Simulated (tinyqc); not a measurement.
Inside a calculation: interband optics of a two-band s-p chain from momentum matrix elements. Values are carried at full precision from step to step, so a last printed digit may differ when a step is redone from the rounded ones.

H(k) = [[Es - 2 ts cos ka, 2i V sin ka], [-2i V sin ka, Ep_ + 2 tp cos ka]] in the basis s, p; the lower band is full, with two electrons a cell. The velocity operator times hbar is W = dH/dk (eV angstrom); intra-atomic dipoles are left out.

Constants: hbar^2/2m0 = 3.80998211 eV angstrom^2; e^2/(4 pi eps0) = 14.39964547 eV angstrom.

Inputs chosen for the exercise: a = 3.56 angstrom (period); Es = 3.3 eV (upper orbital (s)); Ep_ = -2.29 eV (lower orbital (p)); ts = 0.26 eV (s-s hopping); tp = 0.64 eV (p-p hopping); V = 1.03 eV (s-p hopping); k = 0.03 2 pi/a (wave vector); N = 8 (k points); Ar = 6.8 angstrom^2 (cross-section per chain); eta = 0.3 eV (Lorentzian half width); E = 2.78 eV (photon energy).

## Hamiltonian and velocity at one k

Form H and W = dH/dk.

H (eV):
```
          s        p
s    2.7892  0.3860i
p  -0.3860i  -1.0327
```

W (eV angstrom):
```
          s        p
s    0.3469  7.2037i
p  -7.2037i  -0.8539
```

## Matrix element between the bands

Diagonalise H, transform W, and form w = |W_cv|^2, the Kane-type energy w/c and the oscillator strength f = w/(c D), c = hbar^2/2m0, D = Ec - Ev.

Ev, Ec (eV): -1.0713  2.8278

weights:
```
        v       c
s  0.0099  0.9901
p  0.9901  0.0099
```

slopes dEv/dk, dEc/dk (eV angstrom): -2.268  1.761

w = 48.194 eV^2 angstrom^2
w/c = 12.649 eV
f = 3.244

## Transitions on the mesh

At each k_j = (j + 1/2)/N (2 pi/a) up to the zone edge give D = Ec - Ev, w = |<c|W|v>|^2 and f = w/(c D), c = hbar^2/2m0; the other half of the zone repeats the values.

Transitions:
```
k (2 pi/a)  D (eV)  w (eV^2 angstrom^2)      f
0.0625      4.2317               33.997  2.109
0.1875      6.2056                0.161  0.007
0.3125      7.3425               15.480  0.553
0.4375      7.4224               47.351  1.674
```

D runs from 4.232 to 7.422 eV on the mesh; f is largest at k = 0.0625.

## Dielectric function from the table

With w(k) = |<c|W|v>|^2 and D(k) = Ec - Ev, on the mesh k_j = (j + 1/2)/N (2 pi/a): eps(E) = 1 + (8 pi e2/(a Ar)) mean_j (w/D^2) [1/(D - E - i eta) + 1/(D + E + i eta)], e2 = e^2/(4 pi eps0); light polarised along the chains, no local fields.

Take the mean over the rows. Also eps(0) at eta = 0, and the effective electrons per cell n_eff = 2 mean(f).

eps(E) = 8.048+0.973i
eps(0) = 5.516
n_eff = 2.172

On a mesh of 2000 points the values are 9.227+1.443i, 5.922 and 2.222. n_eff need not equal the 2 electrons of the cell: a two-orbital basis with chosen hoppings does not obey the sum rule of free electrons.

## Checks

- Curvature of the lower band against <v|d2H/dk2|v> - 2 w/D (eV angstrom^2): both -39.47.
- Zone mean of 2 w/D against the zone mean of <v|d2H/dk2|v>, the f-sum rule of a full band (eV angstrom^2): both 8.4644.

Run: tinyqc, `OMP_NUM_THREADS=1 python tinyqc.py 1652609 1652610 out.jsonl`; Intel(R) Xeon(R) Processor @ 2.30GHz, one thread, shared host; about 0.01 s of CPU time with all checks.
